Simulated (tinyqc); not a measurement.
Physical sputtering: collision-cascade yield, angular dependence, faceting and resputtering in deposition. Changing the surface binding energy U. Computed by tinyqc, a small Python program. Command: `OMP_NUM_THREADS=1 python tinyqc.py 3031582 3031583 out.jsonl sputter sweep`. One thread of a shared host (Intel(R) Xeon(R) Processor @ 2.30GHz), about 0.01 s of CPU time with the checks.

Ions start collision cascades; atoms that reach the surface with more than U leave. The target is amorphous or fine-grained.

Inputs (values chosen for the exercise, modelled on xenon ions on cobalt): ion Z1 = 54; ion mass M1 = 131.3 u; target Z2 = 27; target mass M2 = 58.9 u; target density N = 90.9 1/nm^3; fit factor Q = 0.83; ion energy E = 4300 eV; current density J = 1.1 mA/cm^2.

Constants: e = 1.602176634e-19 C.

Method. gamma = 4 M1 M2/(M1 + M2)^2; threshold E_th = 6.7 U/gamma for M1 >= M2, else U (1 + 5.7 M1/M2)/gamma. eps = 0.03255 M2 E/(Z1 Z2 (M1 + M2) z), z = (Z1^(2/3) + Z2^(2/3))^(1/2), E in eV; s_n = 3.441 sqrt(eps) ln(eps + 2.718)/(1 + 6.355 sqrt(eps) + eps (6.882 sqrt(eps) - 1.708)); S_n = 84.78 Z1 Z2 M1 s_n/((M1 + M2) z) in eV angstrom^2; alpha = 0.249 (M2/M1)^0.56 + 0.0035 (M2/M1)^1.5 for M1 <= M2, else 0.0875 (M2/M1)^(-0.15) + 0.165 M2/M1; Y0 = 0.042 Q alpha S_n/U [1 - sqrt(E_th/E)]^2.5 (the electronic-loss factor of the full formula is dropped). Erosion rate = Y0 J/(e N); 1 cm^2 = 1e14 nm^2.

One run for each value:
```
surface binding energy U (eV)  yield Y0 (atoms per ion)  threshold E_th (eV)  erosion rate (nm/min)
2                                                8.2662               15.671                 374.61
3                                                5.3140               23.506                 240.82
4                                                3.8636               31.341                 175.09
5                                                3.0064               39.177                 136.25
6                                                2.4428               47.012                 110.70
7                                                2.0452               54.847                  92.68
8                                                1.7505               62.682                  79.33
9                                                1.5238               70.518                  69.05
10                                               1.3443               78.353                  60.92
```

Over the rows, yield Y0 (atoms per ion) falls from 8.27 to 1.34 (exponent d ln y / d ln x -1.1 between the first rows and -1.2 between the last); threshold E_th (eV) rises from 15.7 to 78.4 (exponent d ln y / d ln x about 1.00 throughout); erosion rate (nm/min) falls from 375 to 60.9 (exponent d ln y / d ln x -1.1 between the first rows and -1.2 between the last). The exponent of threshold E_th stays at 1: the threshold scales with U. U acts twice, as the divisor and through the threshold.
